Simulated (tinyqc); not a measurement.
Stress in a transistor channel from embedded alloy regions, liners and fins, by half-space elasticity: one step, computed by the program tinyqc. Command: `OMP_NUM_THREADS=1 python tinyqc.py 3024737 3024738 out.jsonl stressor walk`. One thread of a shared host (Intel(R) Xeon(R) Processor @ 2.30GHz), about 0.01 s of CPU time with the checks.

Plane strain in an isotropic half-space, the same constants everywhere; x along the channel from its centre, y downwards from the free surface; stress is positive in tension.

Problem. Relaxation at the ends of a cut stripe. Shear-lag estimate for a stripe of length l and height h on a like substrate: the stress along it is s(x)/s_film = 1 - cosh(x/lam)/cosh(l/(2 lam)), lam = (pi/2) g h with g = 1.258; mean = 1 - (2 lam/l) tanh(l/(2 lam)).

Inputs (values chosen for the exercise, modelled on silicon): length of a cut fin or stripe = 700 nm; height of the strained layer h = 30 nm.

Give: transfer length lam; share kept at the centre; share kept on average.

Solution.

transfer length lam = 59.28 nm

share kept at the centre = 0.9945

share kept on average = 0.8306

The stripe is long enough to keep its strain at the centre. Caution: far from the ends the true relaxation falls as h/x, more slowly than the exponential of the shear-lag model.
